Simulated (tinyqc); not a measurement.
Surface photovoltage measurement of the minority-carrier diffusion length in a wafer: one step, computed by the program tinyqc. Command: `OMP_NUM_THREADS=1 python tinyqc.py 3130545 3130546 out.jsonl spv walk`. One thread of a shared host (Intel(R) Xeon(R) Processor @ 2.30GHz), about 0.01 s of CPU time with the checks.

Low injection, steady light, a depletion layer much thinner than 1/alpha and L. The excess density dn is taken at the front edge of the neutral region; light that reaches the back is lost.

Problem. One wavelength. alpha = (84.732/lambda - 76.417)^2 per cm with lambda in micrometre (an empirical fit for silicon between 0.7 and 1.05 micrometre). Thick wafer: dn = Phi L/((S_f + D/L)(L + 1/alpha)). Finite wafer, with s = S_b L/D, w = W/L, a = alpha L: dn = [Phi a/(a^2 - 1)] [a - B - exp(-alpha W)(a - s)/(cosh w + s sinh w)]/(S_f + B D/L), B = (sinh w + s cosh w)/(cosh w + s sinh w). Photovoltage V = (k_B T/e) ln(1 + dn/n_0). Lifetime = L^2/D.

Inputs (values chosen for the exercise, modelled on p-type silicon at room temperature):

| quantity | value | unit |
|---|---|---|
| diffusion length L | 420 | micrometre |
| wafer thickness W | 525 | micrometre |
| diffusivity D | 30.2 | cm^2/s |
| front recombination velocity S_f | 17000 | cm/s |
| back recombination velocity S_b | 720000 | cm/s |
| photon flux entering | 3.8e+13 | 1/(cm^2 s) |
| minority density at the surface barrier scale n_0 | 2.1e+09 | 1/cm^3 |
| temperature T | 298 | K |
| wavelength | 837 | nm |

Constants: k_B = 8.617333262e-05 eV/K.

Give: alpha; penetration depth 1/alpha; dn, thick wafer; B; dn, finite wafer; photovoltage V; lifetime.

Solution.

alpha = 615.8 1/cm

penetration depth 1/alpha = 16.24 micrometre

dn, thick wafer = 2.065e+09 1/cm^3

B = 1.178

dn, finite wafer = 2.035e+09 1/cm^3

photovoltage V = 17.40 mV

lifetime = 58.41 microsecond

Caution: dn is not small against n_0, so V is not linear in the flux; the constant-flux reading then needs dn, not V.
